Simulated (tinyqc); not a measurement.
# Worked calculation: single-junction solar cell, detailed-balance limit

tinyqc, about 0.01 s, one thread, Intel Xeon 2.30GHz (shared host): `OMP_NUM_THREADS=1 python tinyqc.py 2820133 2820134 out.jsonl` Printed values are rounded.

Every photon above the gap Eg makes one pair and none below is absorbed; carriers thermalise at T and move without loss. Jsc = q fs X Phi(Eg, Ts); the dark current is J0 = q ge Phi(Eg, T)/ERE with the Boltzmann factor exp(V/Vt). The efficiency is the electrical power over fs X sigma Ts^4.

Inputs (values chosen for the exercise):
```
symbol,value,unit,meaning
T,300,K,cell temperature
Ts,4500,K,temperature of the black-body sun
fs,2.16e-5,,share of the hemisphere filled by the sun
X,1,,concentration
ERE,0.0001,,external radiative efficiency
ge,2,,number of faces that emit
Eg,1.56,eV,band gap
```

Constants: q = 1.602176634e-19 C, kB = 1.380649e-23 J/K, h = 6.62607015e-34 J s, c = 299792458 m/s, Vt = kB T/q. Results are converted to the units shown.

## Photon flux of the source, term by term

Photon flux above E from a black body at temperature T into a hemisphere: Phi(E, T) = A sum_k exp(-k E/th)[E^2 th/k + 2 E th^2/k^2 + 2 th^3/k^3], k = 1, 2, ..., with th = kB T/q in eV and A = 2 pi q^3/(h^3 c^2). The first six terms at E = Eg, T = Ts are listed; the flux takes all.

th = 0.3877800 eV
A = 9.883290e22 cm^-2 s^-1 eV^-3
terms k = 1..6 (eV^3): 0.02737937  1.934591e-4  2.128253e-6  2.742416e-8  3.831468e-10  5.622005e-12
Phi(Eg, Ts) = 2.725316e21 cm^-2 s^-1

The first term, the Boltzmann limit, holds 99.3 % of the flux.

## Photocurrent, dark current and incident power

Photon flux above E from a black body at temperature T into a hemisphere: Phi(E, T) = A sum_k exp(-k E/th)[E^2 th/k + 2 E th^2/k^2 + 2 th^3/k^3], k = 1, 2, ..., with th = kB T/q in eV and A = 2 pi q^3/(h^3 c^2). Jsc = q fs X Phi(Eg, Ts), J0 = q ge Phi(Eg, T)/ERE. Pin = fs X sigma Ts^4, sigma = 2 pi^5 kB^4/(15 h^3 c^2).

Jsc = 9.431505 mA/cm^2
J0 = 1.279176e-16 mA/cm^2
Pin = 50.22449 mW/cm^2

## Iteration 1: maximum power point by substitution

v at the start = 0

v = Vmp/Vt solves (1 + v) exp(v) = 1 + Jsc/J0; v(new) = ln[(1 + Jsc/J0)/(1 + v)].

v after iteration 1 = 38.83920

## Iteration 2: maximum power point by substitution

As before.

v after iteration 2 = 35.15435

## Course of the iteration: maximum power point by substitution

Stop when v changes by less than 1e-10, or after 40 iterations.

Course of the iteration:
```
iteration	v	|change|
1	38.83920	38.8
2	35.15435	3.68
3	35.25140	0.0971
4	35.24872	2.68e-3
5	35.24880	7.40e-5
6	35.24880	2.04e-6
7	35.24880	5.63e-8
8	35.24880	1.55e-9
9	35.24880	4.28e-11
```

Converged in 9 iterations. At the end each change is about 0.028 times the one before, with alternating sign: linear convergence.

## Voltages, fill factor and efficiency

v = 35.24880

Voc = Vt ln(1 + Jsc/J0), Vmp = v Vt, Jmp = Jsc - J0 (exp(v) - 1), FF = Vmp Jmp/(Voc Jsc), efficiency Vmp Jmp/Pin.

Voc = 1.004071 V
Eg/q - Voc = 0.5559290 V
Vmp = 0.9112518 V
Jmp = 9.171317 mA/cm^2
FF = 0.8825203
efficiency = 16.64005 %

Of the voltage deficit, Vt ln(1/ERE) = 238 mV is due to non-radiative recombination.
